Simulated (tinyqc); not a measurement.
Worked calculation: ellipsoidal valleys in the axes of a wafer and a channel. Values are carried at full precision from step to step, so a last printed digit may differ when a step is redone from the rounded ones.

Valleys with axes a along [111], [1-1-1], [-11-1] and [-1-11], one whole valley each; inverse mass tensor w = 1/mt + (1/ml - 1/mt) a a. Device axes: z = nz/|nz|, x = nx/|nx|, y = z cross x; in them a = (ax, ay, az). Confinement mass mz = 1/w_zz. In the plane w_ij is replaced by u_ij = w_ij - w_iz w_jz/w_zz (i, j = x, y); density-of-states mass md = 1/sqrt(det u); conductivity mass along x mc = 1/u_xx; ballistic transport mass mx = u_yy/det u, width mass my = 1/u_yy.

Constants: hbar^2/2m0 = 3.80998211 eV angstrom^2; kB = 8.617333262e-05 eV/K.

Inputs chosen for the exercise (near those of the L valleys of Ge; the results hold for these values, not for the real material): ml = 1.616 m0 (longitudinal mass); mt = 0.081 m0 (transverse mass); nz = (1, 1, 0) (surface normal (confinement)); nx = (1, -1, 1) (channel direction); t = 3.1 nm (thickness of the film); T = 300 K (temperature).

## Device axes and valley axes

Give the rows x, y, z in cubic components and each valley axis in device components.

device axes, rows x, y, z; columns [100], [010], [001]:
```
[[0.5774, -0.5774, 0.5774],
 [0.4082, -0.4082, -0.8165],
 [0.7071, 0.7071, 0.0000]]
```

valley axes, rows [111], [1-1-1], [-11-1], [-1-11]; columns ax, ay, az:
```
[[0.3333, -0.4714, 0.8165],
 [0.3333, 0.9428, 0.0000],
 [-1.0000, 0.0000, 0.0000],
 [0.3333, -0.4714, -0.8165]]
```

## Tensors of the valley [-1-11]

Form w and the reduced tensor u.

w (1/m0), rows x, y, z and columns alike:
```
[[11.0427, 1.8427, 3.1916],
 [1.8427, 9.7397, -4.5137],
 [3.1916, -4.5137, 4.5278]]
```

u (1/m0), rows x, y and columns alike:
```
[[8.7929, 5.0244],
 [5.0244, 5.2401]]
```

The axis is tilted against the normal, so w_xz or w_yz is not zero and the reduction changes the masses in the plane.

## Masses of all valleys

Give mz, md, mc, mx and my.

Masses (m0):
```
valley       mz      md      mc      mx      my
[111]    0.2209  0.2191  0.1137  0.2516  0.1908
[1-1-1]  0.0810  0.3618  0.0906  0.2516  0.5203
[-11-1]  0.0810  0.3618  1.6160  1.6160  0.0810
[-1-11]  0.2209  0.2191  0.1137  0.2516  0.1908
```

mz md^2 = ml mt^2 = 0.01060 for every valley, so a heavy confinement mass comes with a small density of states. The heaviest mz is 0.221, for [111] and [-1-11].

## Subbands and shares in a film

Hard walls: E_n = c (n pi/t)^2/mz, c = hbar^2/2m0, n = 1, 2, 3. Non-degenerate share of a valley proportional to md sum_n exp(-E_n/kT); mean 1/mc = sum of share/mc. 1 nm = 10 angstrom.

Give the ladders, the shares and the mean conductivity mass.

Subbands:
```
valley   E1 (meV)  E2 (meV)  E3 (meV)  share
[111]       177.2     708.7    1594.5  0.500
[1-1-1]     483.1    1932.3    4347.7  0.000
[-11-1]     483.1    1932.3    4347.7  0.000
[-1-11]     177.2     708.7    1594.5  0.500
```

mean mc = 0.1137 m0

The lowest ladder ([111] and [-1-11]) holds 100 % of the electrons in these valleys, the next starts 306 meV higher. Energies of several hundred meV lie beyond the parabolic range, and real barriers are finite, so these are upper bounds.

## Checks

- mz md^2 against ml mt^2: they agree to 1e-10 or better.
- mx my against md^2: they agree to 1e-10 or better.

(tinyqc, `OMP_NUM_THREADS=1 python tinyqc.py 1851294 1851295 out.jsonl`, Intel(R) Xeon(R) Processor @ 2.30GHz, 1 thread, shared host, about 0.01 s.)
